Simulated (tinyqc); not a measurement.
# Absorption edge of a degenerate semiconductor, band filling against gap narrowing: effects of single changes

n-type, parabolic bands, full ionisation. eta = (EF - Ec)/kB T solves N = Nc F12(eta), F12(x) = (2/sqrt(pi)) int_0^infinity sqrt(u)/(1 + exp(u - x)) du. The gap shrinks rigidly by dEg = a3 y^(1/3) + a4 y^(1/4) + a2 y^(1/2), y = N/1e18 cm^-3, an empirical law that is here taken as the true narrowing.

Parameters, values chosen for the exercise; band and dielectric values close to those of indium arsenide: temperature T = 300 K; band gap Eg = 0.349 eV; conduction-band density of states at 300 K, from me Nc = 8.98e16 cm^-3; electron mass me = 0.0234 m0; hole mass mh = 0.409 m0; coefficient of (N/1e18)^(1/3) a3 = 9.6 meV; coefficient of (N/1e18)^(1/4) a4 = 4.2 meV; coefficient of (N/1e18)^(1/2) a2 = 1.9 meV.

Constants: q = 1.602176634e-19 C, kB = 1.380649e-23 J/K, Vt = kB T/q. Results are converted to the units shown.

Each table varies one quantity; the others keep the values above.

## The optical edge against doping

Vertical transitions need an empty final state: the edge is taken where the state lies 4 kB T below EF, E_opt = Eg - dEg + (1 + me/mh) max(eta - 4, 0) kB T; wavelength h c/(q E_opt).

The optical edge against doping:
```
N (cm^-3)      eta  dEg (meV)  filling shift (meV)  E_opt (eV)
1.6e16      -1.662      4.153                    0      0.3448
3e16       -0.9788      5.060                    0      0.3439
5.6e16     -0.2536      6.166                    0      0.3428
1.1e17      0.6288      7.649                    0      0.3414
2e17         1.565      9.273                    0      0.3397
3.8e17       2.860      11.42                    0      0.3376
7.1e17       4.613      14.02                16.74      0.3517
1.3e18       7.063      17.13                83.71      0.4156
2.5e18       11.03      21.31                192.1      0.5198
4.8e18       17.11      26.57                358.2      0.6807
9e18         26.05      32.94                602.8      0.9188
```

What does the comparison show?

E_opt goes from 0.345 through a minimum of 0.338 (at N = 3.8e17 cm^-3 among the rows listed) to 0.919 eV, against Eg = 0.349 eV; the filling shift is 0 while eta is below 4. At the end narrowing grows as N^(0.34) and EF - Ec as N^(0.67). Filling therefore wins at high density. For N = 2.5e18, 4.8e18, 9e18 EF lies more than 0.2 eV in the band, where non-parabolicity lowers it markedly.

## Approximations to the Fermi level

With u = N/Nc: Boltzmann ln u; Joyce-Dixon ln u + 0.353553 u - 4.95009e-3 u^2 + 1.48386e-4 u^3 - 4.42563e-6 u^4; degenerate limit (3 sqrt(pi) u/4)^(2/3). The Einstein ratio is D/(mu Vt) = F12/Fm, Fm(x) = dF12/dx = (1/sqrt(pi)) int_0^infinity u^(-1/2)/(1 + exp(u - x)) du.

Result of one run:
```
N (cm^-3)    N/Nc      eta  Boltzmann  Joyce-Dixon  degenerate  D/(mu Vt)
4.5e16     0.5011  -0.5150    -0.6909      -0.5150      0.7627      1.175
```

What becomes of these results when the ionised donor density N is changed from 4.5e16 to 2.9e18 cm^-3, all else the same?

Result of the changed run:
```
N (cm^-3)   N/Nc    eta  Boltzmann  Joyce-Dixon  degenerate  D/(mu Vt)
2.9e18     32.29  12.19      3.475        9.914       12.26      8.220
```

The whole series:
```
N (cm^-3)     N/Nc      eta  Boltzmann  Joyce-Dixon  degenerate  D/(mu Vt)
5.6e15     0.06236   -2.753     -2.775       -2.753      0.1901      1.022
1.1e16      0.1225   -2.056     -2.100       -2.056      0.2982      1.043
2.3e16      0.2561   -1.272     -1.362       -1.272      0.4876      1.090
4.5e16      0.5011  -0.5150    -0.6909      -0.5150      0.7627      1.175
9e16         1.002   0.3517   0.002225       0.3517       1.211      1.345
1.8e17       2.004    1.385     0.6954        1.385       1.922      1.672
3.6e17       4.009    2.735      1.389        2.735       3.051      2.283
7.3e17       8.129    4.706      2.095        4.703       4.888      3.398
1.5e18       16.70    7.793      2.816        7.687       7.900      5.343
2.9e18       32.29    12.19      3.475        9.914       12.26      8.220
```

Boltzmann is within 0.1 of eta up to N/Nc = 0.26, Joyce-Dixon within 0.01 up to 8.1, and the degenerate limit is off by 0.068 in the last row. The Einstein ratio rises from 1.02 to 8.22: degenerate carriers diffuse faster for the same mobility.

Range of the model: Band tails, non-parabolic bands and incomplete ionisation are left out.

Program tinyqc, `OMP_NUM_THREADS=1 python tinyqc.py 2330054 2330055 out.jsonl`; Intel Xeon 2.30GHz, shared host, one thread, about 0.01 s.
